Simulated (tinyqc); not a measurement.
From results back to parameters: hole subbands of a hard-walled well, four-band Luttinger model. Three cases, with inputs chosen for the exercise.

Problem. At k = 0 in a hard-walled well HHn = c (g1 - 2 g2)(n pi/L)^2 - Z0 and LHn = c (g1 + 2 g2)(n pi/L)^2 + Z0, c = hbar^2/2m0. Two spacings were computed from hidden g1 and g2.

Constants: hbar^2/2m0 = 3.80998211 eV angstrom^2.
Find: u = c (pi/L)^2; g2; g1.
Method. HH2 - HH1 = 3u (g1 - 2 g2) and LH1 - HH1 = 4 u g2 + 2 Z0.

Case 1.

Values chosen (out of a larger set: near those of InP; not measured data): L = 135 angstrom (well width along [001]); Z0 = 0.0143 eV (shear strain energy).

HH2 - HH1 = 11.451 meV
LH1 - HH1 = 41.887 meV

Solution.

u = c (pi/L)^2 = 2.063 meV
g2 = 1.61
g1 = 5.07

Case 2.

Values chosen (out of a larger set: near those of AlAs; not measured data): L = 65 angstrom (well width along [001]); Z0 = 0 eV (shear strain energy).

HH2 - HH1 = 56.338 meV
LH1 - HH1 = 29.192 meV

Solution.

u = c (pi/L)^2 = 8.900 meV
g2 = 0.82
g1 = 3.75

Case 3.

Values chosen (out of a larger set: near those of AlAs; not measured data): L = 175 angstrom (well width along [001]); Z0 = 0.045 eV (shear strain energy).

HH2 - HH1 = 7.699 meV
LH1 - HH1 = 94.027 meV

Solution.

u = c (pi/L)^2 = 1.228 meV
g2 = 0.82
g1 = 3.73

Computed by tinyqc, one run a case: `OMP_NUM_THREADS=1 python tinyqc.py N N+1 out.jsonl` with N = 1251492, 1251501, 1251503; one thread of a shared Intel(R) Xeon(R) Processor @ 2.30GHz, about 0.9 s a run at most.
